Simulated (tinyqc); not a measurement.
# Interdiffusion in a binary couple: Darken equations, Kirkendall shift and Boltzmann-Matano analysis, step by step

A worked calculation. Computed by tinyqc, a small Python program that keeps every step. Command: `OMP_NUM_THREADS=1 python tinyqc.py 3007236 3007237 out.jsonl darken walk`. One thread of a shared host (Intel(R) Xeon(R) Processor @ 2.30GHz), about 0.01 s of CPU time with the checks. Intermediate numbers are printed to about 7 digits and carried at full precision; extremes and crossings named in words are read from the listed rows.

x is the mole fraction of B; the molar volume is constant, and the two halves are long enough to count as infinite.

Inputs (values chosen for the exercise, for a model alloy A-B): tracer diffusivity D*_A(0) = 7e-13 m^2/s; tracer diffusivity D*_B(0) = 2.4e-12 m^2/s; slope k of ln D* with x = 2.5; regular-solution parameter W = -0.092 eV; temperature T = 1320 K; left composition x_L = 0.13; right composition x_R = 0.43; time t = 45000 s; composition x for the local step = 0.22.

Vacancy-wind correction: none.

Constants: k_B = 8.617333262e-05 eV/K.

## Diffusivities at one composition

D*_i(x) = D*_i(0) exp(k x); thermodynamic factor Phi = 1 - 2 W x (1 - x)/(k_B T); intrinsic D_i = D*_i Phi; interdiffusion D~ = x D_A + (1 - x) D_B.

thermodynamic factor Phi = 1.277580

intrinsic D_A = 1.550059e-12 m^2/s

intrinsic D_B = 5.314487e-12 m^2/s

interdiffusion coefficient D~ at the local x = 4.486313e-12 m^2/s

A negative W (tendency to order or compound) speeds mixing: Phi is above 1.

## Composition profile

With lambda = z/sqrt(t), the profile solves d/dlambda (D~ dx/dlambda) + (lambda/2) dx/dlambda = 0 with x = x_L and x_R far to the left and right; z = 0 is the original interface. It is solved as a boundary-value problem in y = lambda/sqrt(D~ at the mean composition) on -12 < y < 12 (collocation, tolerance 1e-8). The last column is the error-function profile for a constant D~ taken at the mean composition.

D~ at the mean composition = 5.137953e-12 m^2/s

Profile at time t:
```
y        z (um)          x  dx/dz (1/um)  x for constant D~
-3.0  -1442.522  0.1324714  1.241361e-05          0.1350842
-2.0   -961.682  0.1494601  6.900913e-05          0.1535949
-1.5   -721.261  0.1717005  1.166871e-04          0.1733267
-1.0   -480.841  0.2050826  1.583599e-04          0.2019250
-0.5   -240.420  0.2460420  1.780458e-04          0.2385510
0.0       0.000  0.2886886  1.730498e-04          0.2800000
0.5     240.420  0.3278541  1.506585e-04          0.3214490
1.0     480.841  0.3604822  1.200856e-04          0.3580750
1.5     721.261  0.3855242  8.852377e-05          0.3866733
2.0     961.682  0.4033380  6.050403e-05          0.4064051
3.0    1442.522  0.4222494  2.233256e-05          0.4249158
```

At the original interface x = 0.2887, against the mean 0.2800. D~ is 1.91 times as large at x_R as at x_L, so the profile is flatter and reaches further on the right.

## Boltzmann-Matano quantities at composition x

Read from the profile: the position z(x), the area -int_(x_L)^x z dx and the slope.

position z(x) = -389.8299 um

area -int z dx from x_L to the local x = 68.18058 um

slope dx/dz at the local x = 1.688608e-04 1/um

## Boltzmann-Matano diffusivity

D~(x) = area/(2 t slope), with z counted from the original interface (the Matano plane); 1 um^2 = 1e-12 m^2.

D~ from the profile = 4.486311e-12 m^2/s

It returns the value of D~ 4.4863e-12 m^2/s that went in.

## Kirkendall markers

Lattice planes move with v = (D_B - D_A) dx/dz; markers from the original interface stay at one composition, where z_K = 2 t v.

marker position z_K = 72.99404 um

composition at the markers = 0.3011321

number of solutions = 1

The markers move towards the B-rich side, the side that loses atoms of the faster species (B); vacancies flow the same way and may condense there as voids.

Checks made by the program: mass balance about the original interface (Matano plane at z = 0) (relative difference below 1e-10); Boltzmann-Matano against the Darken value (relative difference 3e-07).
